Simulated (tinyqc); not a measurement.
Rapid thermal processing of a wafer: radiative balance, ramp and cooling, pattern effects, pyrometer error and spike budget. Changing the pyrometer wavelength. Computed by tinyqc, a small Python program. Command: `OMP_NUM_THREADS=1 python tinyqc.py 3113245 3113246 out.jsonl rtp sweep`. One thread of a shared host (Intel(R) Xeon(R) Processor @ 2.30GHz), about 0.04 s of CPU time with the checks.

The wafer is opaque and uniform through its thickness unless said otherwise; temperatures in formulas are in kelvin (C + 273.15). sigma = 5.670374419e-12 W/(cm^2 K^4).

Inputs (values chosen for the exercise, modelled on a hot silicon wafer):
```
quantity                              value  unit
process temperature                     889     C
starting temperature                    450     C
error of the assumed emissivity         9.9     %
activation energy of the process E_a    2.7    eV
```

Constants: h = 6.62607015e-34 J s; c = 299792458 m/s; k_B = 1.380649e-23 J/K; k_B = 8.617333262e-05 eV/K.

Method. Signal proportional to eps/(exp(c2/(lambda T)) - 1), c2 = h c/k_B. If the assumed emissivity is too high by the given error, the reading T' solves (1 + error)/(exp(c2/(lambda T')) - 1) = 1/(exp(c2/(lambda T)) - 1). Wien estimate: T' - T = -lambda T^2 ln(1 + error)/c2. Process rates go as exp(-E_a/(k_B T)).

One run for each value; columns: (1) pyrometer wavelength (micrometre); (2) reading less true temperature (K); (3) Wien estimate (K); (4) c2/(lambda T); (5) rate at T over rate at T', less 1 (%):
```
(1)      (2)     (3)    (4)    (5)
0.6    -5.29   -5.32  20.63   13.1
0.9    -7.92   -7.98  13.76   20.3
1.3   -11.41  -11.52   9.52   30.6
2.0   -17.42  -17.72   6.19   50.7
3.0   -25.60  -26.58   4.13   83.5
4.5   -36.27  -39.88   2.75  138.3
6.7   -48.29  -59.37   1.85  221.8
10.0  -60.45  -88.61   1.24  339.0
```

What does the table show, and why?

Over the rows, reading less true temperature (K) falls from -5.29 to -60.5 (exponent d ln y / d ln x 0.99 between the first rows and 0.56 between the last); Wien estimate (K) falls from -5.32 to -88.6 (exponent d ln y / d ln x about 1.0 throughout); c2/(lambda T) falls from 20.6 to 1.24 (exponent d ln y / d ln x about -1.0 throughout). At the low end the exponent of reading less true temperature is 0.99, close to 1: the Wien limit.

Caution (rows 1.30, 2.00, 3.00, 4.50, 6.70, 10.0): below about 600 C lightly doped silicon is partly transparent at this wavelength, so its emissivity is not yet the hot value early in the ramp.
